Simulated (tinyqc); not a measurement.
Moment against temperature: Stoner model of a band ferromagnet.

Density of states per atom and spin: semi-elliptic, D(e) = (8 M/(pi W^2)) sqrt(W^2/4 - e^2). Levels e -/+ I m/2 for up and down spin, m = n_up - n_down, n_up + n_down = nd. At zero temperature e(N) is the energy below which N states lie, and E(m) = sum over spins of integral e D de - I m^2/4.

Constants: kB = 8.617333262e-05 eV/K.

Inputs chosen for the exercise: W = 6.4 eV (band width, e from -W/2 to W/2); M = 5 (states per atom and spin); nd = 7.95 (electrons per atom); I = 1.3 eV (Stoner parameter).

Fermi-Dirac occupations on 600 equal energy intervals; m is iterated from saturation until it changes by less than 1e-7 or for 400 rounds; the paramagnet is unstable while I times the mean of D weighted by -df/de exceeds 1.

Results:
```
T/Tc  T (K)  m (muB)  I D(T) of the paramagnet
0.10    621    1.992                     1.131
0.30   1864    1.881                     1.122
0.50   3107    1.692                     1.102
0.65   4039    1.479                     1.078
0.80   4971    1.167                     1.047
0.90   5592    0.849                     1.024
0.95   5903    0.608                     1.012
1.10   6835    0.000                     0.975
```

Tc (from I D(T) = 1) = 6.21e+03 K

kB Tc = 0.535 eV, 0.20 of the exchange splitting at zero temperature. m keeps 0.85 of its first value at half Tc and 0.43 at 0.9 Tc. The model knows only Stoner excitations; spin waves and local moments bring the ordering temperature below the Stoner value.

tinyqc: `OMP_NUM_THREADS=1 python tinyqc.py 1680080 1680081 out.jsonl`; about 0.4 s, one thread, shared Intel(R) Xeon(R) Processor @ 2.30GHz.
